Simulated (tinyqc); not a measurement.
Inside a calculation. Model: floating body of a partially depleted SOI transistor: body voltage and kink.

Numbers from tinyqc (`OMP_NUM_THREADS=1 python tinyqc.py 2182178 2182179 out.jsonl`; about 0.2 s on one thread of a shared Intel Xeon 2.30GHz). Printed values are rounded.

Source at 0 V. Channel current Ic = 2 nf K Vt^2 [F(0) - F(Vd)](1 + la Vd), F(V) = ln^2(1 + exp((Vg - VT - nf V)/(2 nf Vt))), VT = VT0 - gb Vb. Saturation voltage Vs = 2 Vt sqrt(F(0)) + 3 Vt, excess Ve = (Vd - Vs + sqrt((Vd - Vs)^2 + 0.0004 V^2))/2, multiplication M1 = Ai Ve exp(-Bl/Ve). Each junction passes D(v) = J1 (exp(v/Vt) - 1) + J2 (exp(v/(2 Vt)) - 1). Bipolar current Ib = bb J1 (exp(Vb/Vt) - 1). The body settles where M1 (Ic + Ib) = D(Vb) + D(Vb - Vd) + Vb/Rb; drain current Id = (1 + M1)(Ic + Ib) - D(Vb - Vd).

Values chosen for this exercise; values of the order met in partially depleted silicon-on-insulator transistors:
- T = 330 K (temperature)
- VT0 = 0.37 V (threshold at zero body voltage)
- gb = 0.27 (fall of the threshold per volt of body voltage)
- nf = 1.17 (slope factor)
- K = 140 uA/(V^2 um) (gain factor per width)
- la = 0.04 1/V (channel-length modulation factor)
- Ai = 2 1/V (impact-ionisation prefactor)
- Bl = 8 V (impact-ionisation voltage)
- J1 = 7.4e-12 uA/um (diffusion saturation current of each junction)
- J2 = 1.1e-7 uA/um (recombination saturation current of each junction)
- bb = 0.5 (gain of the lateral bipolar transistor on the diffusion current)
- Rb = 1e9 kohm um (resistance of a weak body tie to the source (1e9 stands for no tie, and the term is then dropped))
- Vg = 0.85 V (gate voltage)
- Vd = 1.2 V (drain voltage)

Constants: q = 1.602176634e-19 C, kB = 1.380649e-23 J/K, Vt = kB T/q. Results are converted to the units shown.

Range of the model: The multiplication law is an empirical form chosen for the exercise; self-heating and capacitive coupling to the body are left out, and the linear laws are rough once Vb passes about 0.7 V or M1 about 0.1.

## Starting value

Vb = 0.28 V.

Vb at the start = 0.28 V

## Iteration 1: new Vb

Current into the body I_in = M1 (Ic + Ib) - D(Vb - Vd), current out I_out = D(Vb) + Vb/Rb; f = ln(I_in/I_out), s = df/dVb by central differences over 1e-5 V, Vb(new) = Vb - f/s.

Ic = 19.3563 uA/um
Ve = 0.639959 V
M1 = 4.76603e-6
I_in = 9.23628e-5 uA/um
I_out = 1.51473e-5 uA/um
f = 1.80790
s = -21.7623 1/V
Vb after iteration 1 = 0.363075 V

## Iteration 2: new Vb

As before.

Ic = 20.9504 uA/um
Ve = 0.620797 V
M1 = 3.14321e-6
I_in = 6.59614e-5 uA/um
I_out = 6.76245e-5 uA/um
f = -0.0249006
s = -22.5047 1/V
Vb after iteration 2 = 0.361969 V

## Course of the iteration

Stop when the step is below 1e-10 V, or after 40 iterations.

Course of the iteration:
```
iteration  Vb before the step (V)   step (V)
1                            0.28     0.0831
2                        0.363075   -1.11e-3
3                        0.361969   -4.05e-7
4                        0.361968  -5.38e-14
```

Converged in 4 iterations.

## Drain current with floating and with grounded body

converged Vb = 0.361968 V

Id and VT at the converged Vb, Id at Vb = 0, their ratio, and the bipolar share Ib/(Ic + Ib).

VT = 0.272269 V
Id, floating = 20.9288 uA/um
Id, grounded = 14.4495 uA/um
ratio = 1.44841
bipolar share = 5.96290e-6 %

The body rises to 0.362 V and lowers the threshold by 97.7 mV.
